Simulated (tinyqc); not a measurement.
# FinFET, parasitic resistance, capacitance and delay: several studies

Nf fins under one contact; each has gated perimeter p = 2 Hf + Wf and cross-section A = Hf Wf; contact width Wc = Nf pf, stack height Hs = Hf. Contact length Lc = CPP - Lg - 2 Lsp, shared by two neighbouring gates. Source and drain sides are equal. The formulas are first-order estimates, not field solutions.

Values chosen for this exercise; values close to those of silicon logic devices:
- T = 300 K (temperature)
- Nf = 1 (number of fins)
- Hf = 50 nm (fin height)
- Wf = 6 nm (fin width)
- pf = 34 nm (fin pitch)
- CPP = 45 nm (contacted gate pitch)
- Lg = 12 nm (gate length)
- Lsp = 8 nm (spacer length)
- ks = 4.5 (relative permittivity of the spacer)
- Hc = 25 nm (gate height above the channel stack)
- rc = 9.4e-10 ohm cm^2 (contact resistivity)
- re = 0.00025 ohm cm (resistivity of the source-drain epitaxy)
- te = 25 nm (current-carrying depth of the epitaxy)
- rx = 0.00081 ohm cm (resistivity of the extension)
- Lov = 0.5 nm (gate overlap)
- Cinv = 2.7 uF/cm^2 (inversion capacitance)
- vx = 1e7 cm/s (injection velocity)
- mu = 260 cm^2/(V s) (apparent mobility)
- VT = 0.24 V (threshold at zero drain voltage)
- dl = 0.023 V/V (barrier lowering)
- n = 1.24 (subthreshold factor)
- Cw = 0.16 fF (wire load)
- Vdd = 0.8 V (supply voltage)

Constants: q = 1.602176634e-19 C, kB = 1.380649e-23 J/K, eps0 = 8.8541878128e-12 F/m, Vt = kB T/q. Results are converted to the units shown.

Each table varies one quantity; the others keep the values above.

## Effect of the number of fins

Epitaxy sheet resistance Rsh = re/te, transfer length LT = sqrt(rc/Rsh), contact Rc = [sqrt(rc Rsh)/Wc] coth(Lc/(2 LT)); extension of one fin Rx = rx Lsp/A. With N fins: gate Cg = Cinv p N Lg; per side, plate Cp = ks eps0 [Wc (Hs + Hc) - N A]/Lsp, top fringe Cf = (2/pi) ks eps0 Wc ln(1 + Lg/(2 Lsp)), overlap Co = Cinv p N Lov. One fin: I = p Q vx u/(1 + |u|^1.8)^(1/1.8), Q = Cinv n Vt ln(1 + exp((Vg' - VT + dl Vd')/(n Vt))), u = Vd' mu/(vx Lg), Vg' = Vgs - v, Vd' = Vds - 2 v, with the drop on each side v = Rc (sum of I) + Rx I. Ieff = [I(Vgs = Vdd, Vds = Vdd/2) + I(Vdd/2, Vdd)]/2, total currents. With Cs = Cp + Cf + Co, the load of an inverter of two such devices driving an equal one is CL = 2 (Cg + 2 Cs) + 4 Cs + Cw (own drains counted twice for the Miller effect); delay CL Vdd/(2 Ieff).

Result of one run:
```
Nf  Rc (ohm)  Rx/N (ohm)  Ieff (uA)  CL (aF)  delay (ps)
1      333.6       216.0      90.29    333.6       1.478
```

What becomes of these results when the number of fins Nf is changed from 1 to 6, all else the same?

Result of the changed run:
```
Nf  Rc (ohm)  Rx/N (ohm)  Ieff (uA)  CL (aF)  delay (ps)
6      55.59       36.00      541.7     1202      0.8875
```

The whole series:
```
Nf  Rc (ohm)  Rx/N (ohm)  Ieff (uA)  CL (aF)  delay (ps)
1      333.6       216.0      90.29    333.6       1.478
2      166.8       108.0      180.6    507.3       1.124
3      111.2       72.00      270.9    680.9       1.006
4      83.39       54.00      361.1    854.6      0.9465
5      66.71       43.20      451.4     1028      0.9111
6      55.59       36.00      541.7     1202      0.8875
```

As Nf goes from 1 to 6, Ieff rises from 90.3 to 542 uA, CL rises from 334 to 1200 aF and the delay falls from 1.48 to 0.887 ps. From the first row to the last Ieff grows by a factor of 6.00 and CL by 3.60; the first step changes the delay by -24 %, the last by -2.6 %.

## Effect of the relative permittivity of the spacer

Same model as above.

The same in every row: Rc (ohm) = 333.6; Rx/N (ohm) = 216.0; Ieff (uA) = 90.29.

Effect of the relative permittivity of the spacer:
```
ks   CL (aF)  delay (ps)
1      260.9       1.156
2      281.7       1.248
3      302.5       1.340
4      323.3       1.432
5.5    354.4       1.570
7      385.6       1.708
```

What does the comparison show?

As ks goes from 1 to 7, Ieff stays at 90.3 uA, CL rises from 261 to 386 aF and the delay rises from 1.16 to 1.71 ps.

## Effect of the wire load

Same model as above.

The same in every row: Rc (ohm) = 333.6; Rx/N (ohm) = 216.0; Ieff (uA) = 90.29.

Effect of the wire load:
```
Cw (fF)  CL (aF)  delay (ps)
0.02       193.6      0.8579
0.043      216.6      0.9598
0.093      266.6       1.181
0.2        373.6       1.655
0.43       603.6       2.674
0.93        1104       4.890
2           2174       9.630
```

As Cw goes from 0.02 to 2 fF, Ieff stays at 90.3 uA, CL rises from 194 to 2170 aF and the delay rises from 0.858 to 9.63 ps.

tinyqc, about 0.03 s, one thread, Intel Xeon 2.30GHz (shared host): `OMP_NUM_THREADS=1 python tinyqc.py 2170134 2170135 out.jsonl`
